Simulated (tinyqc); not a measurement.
Configuration-coordinate model of carrier capture at a defect, step by step. Values are carried at full precision from step to step, so a last printed digit may differ when a step is redone from the rounded ones.

Two parabolas of equal curvature k in one coordinate Q: with the carrier free at the band edge, U_f = k Q^2/2; with the carrier trapped, U_t = k (Q - dQ)^2/2 - ET. ER = k dQ^2/2, Huang-Rhys factor S = ER/hw, hw = 0.0646541 sqrt(k/M) eV for k in eV/angstrom^2 and M in u. The curves cross at a height Eb = (ER - ET)^2/(4 ER) above the free minimum.

Constants: kB = 8.617333262e-05 eV/K.

Values chosen for the exercise (of the size met at a vacancy centre in SiC; the results hold for these values, not for the real material):
- ET = 1.16 eV (thermal depth of the level below the band edge)
- ER = 0.5 eV (relaxation energy)
- hw = 0.057 eV (phonon energy of the mode)
- M = 70 u (mass of the mode)
- T = 300 K (temperature)
- nu = 1e+12 1/s (attempt rate)

## The two parabolas

Form S, k, dQ, the crossing point Qc = (ER - ET)/(k dQ), Eb, and the emission barrier Eb + ET.

S = 8.772
k = 54.4071 eV/angstrom^2
dQ = 0.1356 angstrom
Qc = -0.0895 angstrom

barriers (eV): capture 0.2178, emission 1.3778

ER < ET: the crossing lies on the far side of the free minimum (the inverted case), where tunnelling between vibrational states can matter much if Eb is well above hw.

## Optical transitions

Vertical ionisation from the trapped minimum costs ET + ER; vertical capture from the free minimum releases ET - ER (none if negative); the band has a standard deviation sqrt(S hw^2 coth(hw/2kT)) with S = ER/hw, and a full width 2.35482 times that.

energies (eV): ionisation peak 1.660, zero-phonon 1.160, emission peak 0.660

coth(hw/2kT) = 1.2479
standard deviation = 0.1886 eV
full width = 0.4441 eV

Radiative capture would peak at 0.660 eV. The optical peak exceeds the thermal depth by a factor 1.43.

## The multiphonon factor

Multiphonon factor for giving p = ET/hw phonons to the lattice: W = exp(-S (2 nb + 1)) ((nb + 1)/nb)^(p/2) I_p(x), nb = 1/(exp(hw/kT) - 1), x = 2 S sqrt(nb (nb + 1)), I_p the modified Bessel function. Classical limit: W = hw exp(-Eb/kT)/sqrt(4 pi ER kT). At T = 0: exp(-S) S^p/Gamma(p + 1).

Form p, nb, x and ln W, the classical ln W, and the capture time 1/(nu W).

p, nb, x: 20.3509  0.1239  6.5477

ln W: quantum -7.277, classical -10.381

capture time = 1.45e-09 s

The quantum factor is 22.3 times the classical one at kT/hw = 0.45: nuclear tunnelling rules.

## Emission by detailed balance

For equal degeneracies and one band-edge state, emission time = capture time x exp(ET/kT).

ET/kT = 44.871
log10 of the emission time in s = 10.65

## Checks

- Ln W for the nearest whole p against the double Poisson sum over emitted and absorbed phonons: both -7.00936.

Run: tinyqc, `OMP_NUM_THREADS=1 python tinyqc.py 1450910 1450911 out.jsonl`; Intel(R) Xeon(R) Processor @ 2.30GHz, one thread, shared host; about 0.01 s of CPU time with all checks.
